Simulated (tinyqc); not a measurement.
Fitting sp3s* parameters to three gaps by Newton steps: one step. The first Newton step. Two cases, with inputs chosen for the exercise.

Problem. Solve J dp = target less gap; the columns of J are Esc, Vsapc and Exc.

Case 1.

J, rows Gamma, X, L; columns Esc, Vsapc, Exc:
```
[[0.702304, 0.000000, 0.000000],
 [0.000000, 0.499678, 0.000000],
 [0.395761, 0.315697, 0.060354]]
```

target less gap (eV): Gamma -0.187796, X -0.079410, L -0.149849

Case 2.

J, rows Gamma, X, L; columns Esc, Vsapc, Exc:
```
[[0.774753, 0.000000, 0.000000],
 [0.000000, 0.289337, 0.000000],
 [0.394168, 0.266541, 0.047200]]
```

target less gap (eV): Gamma -0.192815, X 0.045858, L -0.050785

Give: dp.

Solution.

Case 1.

dp (eV): Esc -0.267, Vsapc -0.159, Exc 0.102

Case 2.

dp (eV): Esc -0.249, Vsapc 0.158, Exc 0.107

Computed by tinyqc, one run a case: `OMP_NUM_THREADS=1 python tinyqc.py N N+1 out.jsonl` with N = 1451131, 1452676; one thread of a shared Intel(R) Xeon(R) Processor @ 2.30GHz, about 0.2 s a run at most.
